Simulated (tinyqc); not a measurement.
MOS structure on a p-type body with a doping step, non-linear Poisson equation by Newton steps: one step of the calculation.

One dimension, insulator interface at x = 0, acceptor density N1 for x < x1 and Na beyond, net doping C = -(acceptor density). psi is counted from the intrinsic level: n = ni exp((psi - Vb)/Vt), p = ni exp(-psi/Vt); deep in the body psi_b = -Vt ln(Na/ni). The gate acts through Cox = eps0 eox/tox and has the potential psi_G = Vg - (phiM - chi - Vt ln(Nc/ni)). Boltzmann statistics, full ionisation, classical densities, no oxide or interface charge.

Problem. Scales and end potentials. ni = sqrt(Nc Nv) exp(-Eg/(2 Vt)), Eg in volts; Cox, psi_G and psi_b as defined.

Parameters, values chosen for the exercise; band and dielectric values close to those of silicon:
```
symbol    value   unit                                                                 meaning
T           250      K                                                             temperature
Eg         1.12     eV                                                                band gap
Nc      2.13e19  cm^-3                                  conduction-band density of states at T
Nv      2.02e19  cm^-3                                     valence-band density of states at T
chi        4.11     eV                                                       electron affinity
Na       1.6e16  cm^-3                                       acceptor density deep in the body
eox        7.32         relative permittivity of the gate insulator (close to silicon nitride)
tox          21     nm                                                     insulator thickness
phiM       4.63     eV                                                      gate work function
Vg         3.36      V                                           gate voltage against the body
```

Constants: q = 1.602176634e-19 C, kB = 1.380649e-23 J/K, Vt = kB T/q, eps0 = 8.8541878128e-14 F/cm where lengths are in cm. Results are converted to the units shown.

Wanted: ni; Cox; psi_G; psi_b.

Solution.

ni = 1.0660e8 cm^-3
Cox = 0.30863 uF/cm^2
psi_G = 3.4006 V
psi_b = -0.40559 V

Numbers from tinyqc (`OMP_NUM_THREADS=1 python tinyqc.py 2080160 2080161 out.jsonl`; about 0.6 s on one thread of a shared Intel Xeon 2.30GHz).
